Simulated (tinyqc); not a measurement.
# Inputs raised by 5 %, one at a time

Model: avalanche multiplication and breakdown of a junction from ionisation integrals. Computed by tinyqc, a small Python program. Command: `OMP_NUM_THREADS=1 python tinyqc.py 3003231 3003232 out.jsonl impact sens`. One thread of a shared host (Intel(R) Xeon(R) Processor @ 2.30GHz), about 0.03 s of CPU time with the checks.

Ionisation coefficients follow the local field. Position x runs through the depletion layer from the p side (x = 0), where electrons enter, to the n side (x = w), where holes enter. The built-in voltage is neglected.

Inputs (values chosen for the exercise, modelled on GaN): electron prefactor a_n = 4.83e+08 1/cm; electron field b_n = 3.37e+07 V/cm; hole prefactor a_p = 7.14e+06 1/cm; hole field b_p = 1.51e+07 V/cm; exponent c = 1; permittivity eps = 9.7; doping gradient a = 9.5e+20 1/cm^4; bias as a fraction of the breakdown voltage = 0.76.

Junction: linearly graded.

Constants: e = 1.602176634e-19 C; eps_0 = 8.8541878128e-12 F/m.

Method:
- alpha_n = a_n exp(-(b_n/F)^c), alpha_p = a_p exp(-(b_p/F)^c).
- Field F = F_m [1 - (2x/w - 1)^2], w = sqrt(8 eps eps_0 F_m/(e a)), V = (2/3) F_m w.
- With Phi(x) = int_0^x (alpha_n - alpha_p) dx': 1 - 1/M_n = I_n = int_0^w alpha_n exp(-Phi) dx and M_p = M_n exp(-Phi(w)); trapezoid rule on 401 even points; breakdown at I_n = 1.
- Solve I_n(F_m) = 1.
- Bias V = fraction times the breakdown voltage.
- M_n = 1/(1 - I_n), M_p = M_n exp(-Phi(w)); McIntyre excess noise for the carrier with the larger M, F_x = k M + (1 - k)(2 - 1/M), with k = (smaller M - 1)/(larger M - 1).

Runs:
```
input moved                         from         to  breakdown voltage (V)  critical field F_m (MV/cm)  width at breakdown (micrometre)     M_n
base run                               -          -                 634.92                      2.7186                           3.5032  1.0189
electron prefactor a_n (1/cm)  483000000  507150000                 633.31                      2.7140                           3.5002  1.0192
electron field b_n (V/cm)       33700000   35385000                 655.71                      2.7776                           3.5410  1.0136
hole prefactor a_p (1/cm)        7140000    7497000                 631.05                      2.7076                           3.4960  1.0179
hole field b_p (V/cm)           15100000   15855000                 657.74                      2.7834                           3.5447  1.0254
permittivity eps                     9.7     10.185                 647.80                      2.7108                           3.5845  1.0185
doping gradient a (1/cm^4)       9.5e+20  9.975e+20                 622.30                      2.7265                           3.4237  1.0193
```

Exponents ln(y'/y) / ln(x'/x):
```
input                   breakdown voltage  critical field F_m  width at breakdown     M_n
electron prefactor a_n             -0.052              -0.035              -0.017   0.006
electron field b_n                  0.660               0.440               0.220  -0.107
hole prefactor a_p                 -0.125              -0.084              -0.042  -0.021
hole field b_p                      0.724               0.482               0.241   0.131
permittivity eps                    0.412              -0.059               0.471  -0.008
doping gradient a                  -0.412               0.059              -0.471   0.008
```

Which inputs matter most for each result?

Among the inputs moved here: breakdown voltage answers most in size to hole field b_p (exponent +0.724), next to electron field b_n (+0.660). Its exponent -0.412 in doping gradient a: the a^(-2/5) rule of graded junctions. Critical field F_m answers most in size to hole field b_p (exponent +0.482), next to electron field b_n (+0.440). Width at breakdown answers most in size to doping gradient a (exponent -0.471), and about equally to permittivity eps (+0.471). M_n answers most in size to hole field b_p (exponent +0.131), next to electron field b_n (-0.107).
